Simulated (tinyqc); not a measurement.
Ballistic Schottky-barrier transistor with a one-dimensional channel, WKB contacts: two steps of the calculation.

Source Fermi level 0, drain Fermi level -Vd. Far from the contacts Ec = pn - psi, and the gate moves psi one to one; the band edges relax as exp(-x/lam) from pn at the source and pn - Vd at the drain; Ev = Ec - Eg. A carrier of energy w inside the channel band meets at a contact a barrier of height D (the contact edge beyond the channel edge): T = 1 for w >= D, else exp(-S), S = 4 lam sqrt(m/C) [sqrt(D - w) - sqrt(w) arctan sqrt((D - w)/w)], C = hbar^2/(2 m0). The two contacts combine as Ts Td/(Ts + Td - Ts Td).

Parameters, values chosen for the exercise; channel values close to those of a carbon nanotube:
```
symbol  value  unit                                        meaning
T         300     K                                    temperature
pn        0.4    eV         barrier for electrons at both contacts
mn       0.06    m0                                  electron mass
g           2                                  valleys or subbands
lam       1.3    nm               screening length at the contacts
Vd        0.5     V                                     drain bias
ps        0.5     V      band shift psi of the channel by the gate
w0       0.28    eV  energy of one carrier inside the channel band
wm       0.68    eV                          upper end of the grid
nE         15                                   points of the grid
```

Constants: q = 1.602176634e-19 C, kB = 1.380649e-23 J/K, hbar = 1.054571817e-34 J s, h = 6.62607015e-34 J s, m0 = 9.1093837015e-31 kg, Vt = kB T/q, hbar^2/(2 m0) = 0.0380998212 eV nm^2. Results are converted to the units shown.

Task 1. Transmission of one of the electrons. S and T at both contacts for w = w0, and the tunnelling distance lam ln(D/w) at the higher barrier.

D for electrons (eV): source 0.50000000, drain 0.00000000

Wanted: S at the source; S at the drain; combined T; tunnelling distance.

Result 1.

S at the source = 0.5565
S at the drain = 0
combined T = 0.5732
tunnelling distance = 0.7538 nm

Task 2. Current of the electrons on a coarse grid. I = g (2 q^2/h) int T(w) [f(Es + w) - f(Ed + w)] dw, f(y) = 1/(1 + exp(y/Vt)). Electrons: Ds = psi, Dd = psi - Vd, Es = Ec, Ed = Ec + Vd. Holes: Ds = -psi, Dd = Vd - psi, Es = -Ev, Ed = -Ev - Vd. The size of each current is taken; both flow from drain to source and add. Simpson's rule on nE equally spaced w from 0 to wm.

Find: w; Ts; Td; T; size of the supply difference; current.

Result 2.

```
point  w (eV)        Ts     Td         T  size of the supply difference
0      0.0000  0.009909  1.000  0.009909                         0.9795
1      0.0486   0.07568  1.000   0.07568                         0.8797
2      0.0971    0.1533  1.000    0.1533                         0.5276
3      0.1457    0.2486  1.000    0.2486                         0.1458
4      0.1943    0.3585  1.000    0.3585                        0.02540
5      0.2429    0.4784  1.000    0.4784                       0.003966
6      0.2914    0.6025  1.000    0.6025                       6.080e-4
7      0.3400    0.7244  1.000    0.7244                       9.293e-5
8      0.3886    0.8366  1.000    0.8366                       1.420e-5
9      0.4371    0.9303  1.000    0.9303                       2.169e-6
10     0.4857    0.9925  1.000    0.9925                       3.313e-7
11     0.5343     1.000  1.000     1.000                       5.062e-8
12     0.5829     1.000  1.000     1.000                       7.733e-9
13     0.6314     1.000  1.000     1.000                       1.181e-9
14     0.6800     1.000  1.000     1.000                      1.805e-10
```

current = 1.529 uA

Range of the model: No scattering, image-force lowering, channel charge or band-to-band tunnelling; parabolic kappa overstates S deep in the gap.

Computed by the program tinyqc: `OMP_NUM_THREADS=1 python tinyqc.py 2390060 2390061 out.jsonl`, one thread of a shared Intel Xeon 2.30GHz, about 0.05 s for the whole run.
